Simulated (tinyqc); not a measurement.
A log to judge: charge neutrality of a doped semiconductor with incomplete ionisation. Computed by tinyqc. Command: `OMP_NUM_THREADS=1 python tinyqc.py 3023638 3023639 out.jsonl dopant walk`. One thread of a shared host (Intel(R) Xeon(R) Processor @ 2.30GHz), about 0.08 s of CPU time with the checks.

Energies are counted from the top of the valence band; E_D is measured down from the conduction band and E_A up from the valence band.

Inputs (values chosen for the exercise, modelled on silicon):

| quantity | value | unit |
|---|---|---|
| gap at 0 K E_g0 | 1.17 | eV |
| Varshni alpha | 0.000475 | eV/K |
| Varshni beta | 625 | K |
| electron mass m_e | 0.338 | m_0 |
| valleys M_c | 6 | - |
| hole mass m_h | 0.781 | m_0 |
| donor density N_D | 2.3e+16 | cm^-3 |
| acceptor density N_A | 5.8e+16 | cm^-3 |
| donor depth E_D | 0.0463 | eV |
| acceptor depth E_A | 0.0462 | eV |
| donor degeneracy g_D | 2 | - |
| acceptor degeneracy g_A | 4 | - |
| temperature T | 300 | K |
| iteration cap | 15 | - |

Doping: p-type, compensated. Statistics of the bands: Boltzmann. Solver: Newton steps on the difference. Start of Newton steps: 0.25 eV inside the majority band.

Constants: m_0 = 9.1093837015e-31 kg; k_B = 1.380649e-23 J/K; h = 6.62607015e-34 J s; k_B = 8.617333262e-05 eV/K.

Method:
- E_g = E_g0 - alpha T^2/(T + beta).
- N_c = 2 M_c (2 pi m_e k_B T/h^2)^(3/2) and N_v = 2 (2 pi m_h k_B T/h^2)^(3/2), masses in units of m_0.
- n = N_c exp((E_F - E_g)/k_B T), p = N_v exp(-E_F/k_B T).
- N_D+ = N_D/(1 + g_D exp((E_F - E_g + E_D)/k_B T)).
- N_A- = N_A/(1 + g_A exp((E_A - E_F)/k_B T)).
- Neutrality: p + N_D+ = n + N_A-; the log ratio is ln[(p + N_D+)/(n + N_A-)].
- Newton steps from the start named, with the slope from a central difference of 1e-6 eV; the function is the difference p + N_D+ - n - N_A- and steps are not cut; a step that lands more than 1.5 eV outside the gap ends the run; stop when |log ratio| < 1e-9.

Course of the iteration:

| step | E_F (eV) | log ratio |
|---|---|---|
| 1 | -0.250000 | 28.2134 |
| 2 | -0.224148 | 26.2134 |
| 3 | -0.198296 | 24.2134 |
| 4 | -0.172444 | 22.2135 |
| 5 | -0.146592 | 20.2136 |
| 6 | -0.120740 | 18.2138 |
| 7 | -0.094887 | 16.2145 |
| 8 | -0.069035 | 14.2163 |
| 9 | -0.043180 | 12.2212 |
| 10 | -0.017322 | 10.2345 |
| 11 | 0.008546 | 8.2699 |
| 12 | 0.034433 | 6.3610 |
| 13 | 0.060331 | 4.5777 |
| 14 | 0.086080 | 3.0239 |
| 15 | 0.111008 | 1.7802 |

Can the last value be used, and what does the course show?

No. Not converged within 15 steps; the log ratio is still 1.78, and the E_F printed is only the next iterate. Far from the root Newton steps on an exponential move E_F by one k_B T each, which lowers the difference by a factor e; the start lies 0.25 eV, 10 k_B T, inside the band, and the last step was 0.96 k_B T. Reruns converge with solver = Newton steps on the logarithm; or with solver = bisection, iteration cap = 60; or with iteration cap = 60.
